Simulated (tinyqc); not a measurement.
# Ellipsometry and reflectance of a transparent film on an absorbing substrate: effects of single changes

Air (index 1), film, substrate with N2 = n2 - i k2; time factor exp(+i w t). q_j = sqrt(N_j^2 - sin^2 th), root with positive real part. Fresnel coefficients r_s = (q_a - q_b)/(q_a + q_b), r_p = (N_b^2 q_a - N_a^2 q_b)/(N_b^2 q_a + N_a^2 q_b). tan(Psi) exp(i Delta) = R_p/R_s, Delta taken from 0 to 360 degrees.

Inputs (values chosen for the exercise); indices close to those of aluminium oxide on silicon: wavelength lam = 546.1 nm; angle of incidence th = 70 degrees; index of the transparent film n1 = 1.653; film thickness d = 110 nm; index of the substrate n2 = 4.086; extinction coefficient of the substrate k2 = 0.031.

Each table varies one quantity; the others keep the values above.

## Psi and Delta against the film thickness

beta = 2 pi d q1/lam, X = exp(-2 i beta), R = (r01 + r12 X)/(1 + r01 r12 X) for p and s. The last column is the derivative of Delta.

Results:
```
d (nm)	Psi (degrees)	Delta (degrees)	|R_p|^2	|R_s|^2	dDelta/dd (degrees/nm)
0	12.009	178.97	0.032050	0.70831	-3.5036
22	17.117	117.17	0.064733	0.68251	-1.9335
44	25.727	86.768	0.13743	0.59190	-0.97291
67	36.614	70.497	0.21049	0.38124	-0.50206
89	59.279	54.717	0.24993	0.088254	-1.7731
133	36.825	289.49	0.21104	0.37641	-0.49941
156	25.835	273.35	0.13819	0.58950	-0.96573
178	17.201	243.17	0.065320	0.68156	-1.9185
200	12.011	181.72	0.032062	0.70830	-3.5024
```

Estimate the missing row, d = 111 nm.

Computed row:
```
d (nm)	Psi (degrees)	Delta (degrees)	|R_p|^2	|R_s|^2	dDelta/dd (degrees/nm)
111	59.885	305.81	0.25012	0.084150	-1.8848
```

With this row back in the table: Psi goes from 12.0 through a maximum of 59.9 (at d = 111 nm among the rows listed) to 12.0 degrees. The period is 200.8 nm, after which Psi and Delta return to the values of the bare substrate, so one angle and wavelength fix d only up to a multiple of it. The size of the slope of Delta runs from 0.499 to 3.50 degrees/nm among the rows; Delta is counted modulo 360 degrees, and sharper features can lie between the rows.

## Effect of the index of the transparent film

Same model as above.

dDelta/dd is the derivative of Delta; period lam/(2 q1).

Effect of the index of the transparent film:
```
n1	Psi (degrees)	Delta (degrees)	|R_p|^2	|R_s|^2	dDelta/dd (degrees/nm)	period (nm)
1.25	37.720	101.29	0.24746	0.41366	0.35759	331.25
1.45	64.174	94.829	0.29054	0.068057	1.2709	247.26
1.65	62.124	308.07	0.25194	0.070488	-2.2988	201.32
1.85	35.445	299.80	0.17786	0.35099	-1.0710	171.34
2.05	23.502	283.25	0.10390	0.54943	-1.6064	149.87
2.25	16.202	254.45	0.054937	0.65072	-2.5210	133.56
2.45	12.662	215.86	0.035134	0.69609	-3.3125	120.68
2.65	12.009	179.62	0.032049	0.70832	-3.2837	110.20
```

What does the comparison show?

Psi goes from 37.7 through a maximum of 64.2 (at n1 = 1.45 among the rows listed) to 12.0 degrees and |R_p|^2 goes from 0.247 through a maximum of 0.291 (at n1 = 1.45 among the rows listed) to 0.0320. The slope of Delta is largest in size, 3.31 degrees/nm, at n1 = 2.45 among the rows.

Computed by the program tinyqc: `OMP_NUM_THREADS=1 python tinyqc.py 2870176 2870177 out.jsonl`, one thread of a shared Intel Xeon 2.30GHz, about 0.01 s for the whole run.
